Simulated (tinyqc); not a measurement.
# Resistance of a source-drain extension with a graded tip: effects of single changes

y runs along the channel, the gate covers y > 0. The doping is N0 for y < y0 and N0 10^(-(y - y0)/la) beyond, uniform over the depth xj. Sheet conductance s(y) = q mu(N) max(N - Nch, 0) xj + (for y > 0) ma Cox Vo, with mu(N) = u0 + (u1 - u0)/(1 + (N/Nr)^au) and Cox = eps0 eox/tox. Current is taken as one-dimensional; depletion of the tip, spreading and the contact are left out. The metallurgical junction lies at yj, where N = Nch.

Inputs (values chosen for the exercise); mobility law close to that of electrons in silicon:
- eox = 25.1 (relative permittivity of the gate insulator (close to zirconium oxide))
- tox = 9.3 nm (insulator thickness)
- N0 = 1.8e20 cm^-3 (active doping of the extension far from the gate)
- la = 6.4 nm/decade (lateral abruptness)
- xj = 9 nm (depth of the extension)
- Nch = 7.8e17 cm^-3 (channel doping)
- Ls = 10 nm (spacer length)
- Vo = 0.35 V (gate overdrive)
- ma = 170 cm^2/(V s) (mobility of the gate-induced layer)
- u1 = 1414 cm^2/(V s) (mobility at low doping)
- u0 = 68.5 cm^2/(V s) (mobility at high doping)
- Nr = 9.2e16 cm^-3 (reference doping)
- au = 0.711 (exponent)
- Lg = 45 nm (gate length)

Constants: q = 1.602176634e-19 C, eps0 = 8.8541878128e-14 F/cm where lengths are in cm. Results are converted to the units shown.

Each table varies one quantity; the others keep the values above.

## Abruptness at a fixed junction position

R_spacer = integral of dy/s from -Ls to 0, R_ov from 0 to yj, R_channel = (Lg - 2 yj)/(ma Cox Vo), R_total = 2 R_spacer + 2 R_ov + R_channel. Electrical length L_eff = ma Cox dR_total/d(1/Vo); R_series = R_total - L_eff/(ma Cox Vo). y0 is moved with la so that yj stays at 14.424 nm.

The same in every row: yj (nm) = 14.42; R_channel (ohm um) = 113.6.

Result of one run:
```
la (nm/decade),R_spacer (ohm um),R_ov (ohm um),R_total (ohm um),L_eff (nm),R_series (ohm um)
8.3,8.129,60.16,250.2,27.78,54.78
```

What becomes of these results when the lateral abruptness la is changed from 8.3 to 2.2 nm/decade, all else the same?

Result of the changed run:
```
la (nm/decade),R_spacer (ohm um),R_ov (ohm um),R_total (ohm um),L_eff (nm),R_series (ohm um)
2.2,5.186,21.68,167.3,19.37,31.06
```

The whole series:
```
la (nm/decade),R_spacer (ohm um),R_ov (ohm um),R_total (ohm um),L_eff (nm),R_series (ohm um)
1,5.186,13.65,151.3,17.69,26.85
2.2,5.186,21.68,167.3,19.37,31.06
3.4,5.186,29.70,183.4,21.06,35.26
4.6,5.186,37.72,199.4,22.74,39.47
5.9,5.186,46.41,216.8,24.57,44.02
7.1,5.748,53.97,233.0,26.23,48.58
8.3,8.129,60.16,250.2,27.78,54.78
9.5,12.55,65.10,268.9,29.19,63.62
```

As la goes from 1 to 9.5 nm/decade, R_total rises from 151 to 269 ohm um, R_spacer rises from 5.19 to 12.6 ohm um and R_ov rises from 13.7 to 65.1 ohm um. R_total changes on average by 13.8 ohm um for each nm/decade. L_eff exceeds the metallurgical length by 1.54 nm in the first row and 13.0 nm in the last, since the gate also controls the lightly doped tips.

## Effect of the position under the gate where the fall begins

Same model as above.

Results:
```
y0 (nm),yj (nm),R_spacer (ohm um),R_ov (ohm um),R_channel (ohm um),R_total (ohm um),L_eff (nm),R_series (ohm um)
-6,9.124,11.79,42.53,188.1,296.8,35.41,47.72
-4,11.12,7.453,46.39,160.0,267.7,31.72,44.61
-2,13.12,5.629,48.76,131.9,240.7,27.84,44.88
0,15.12,5.186,50.09,103.7,214.3,23.87,46.41
4,19.12,5.186,52.03,47.48,161.9,15.91,50.00
```

Estimate the missing row, y0 = 2 nm.

Computed row:
```
y0 (nm),yj (nm),R_spacer (ohm um),R_ov (ohm um),R_channel (ohm um),R_total (ohm um),L_eff (nm),R_series (ohm um)
2,17.12,5.186,51.06,75.61,188.1,19.89,48.20
```

With this row back in the table: As y0 goes from -6 to 4, R_total falls from 297 to 162 ohm um, L_eff falls from 35.4 to 15.9 nm and R_series goes from 47.7 through a minimum of 44.6 (at y0 = -4 among the rows listed) to 50.0 ohm um. More overlap also shortens the channel and adds capacitance, effects on threshold and speed that are left out.

Numbers from tinyqc (`OMP_NUM_THREADS=1 python tinyqc.py 2282262 2282263 out.jsonl`; about 0.03 s on one thread of a shared Intel Xeon 2.30GHz).
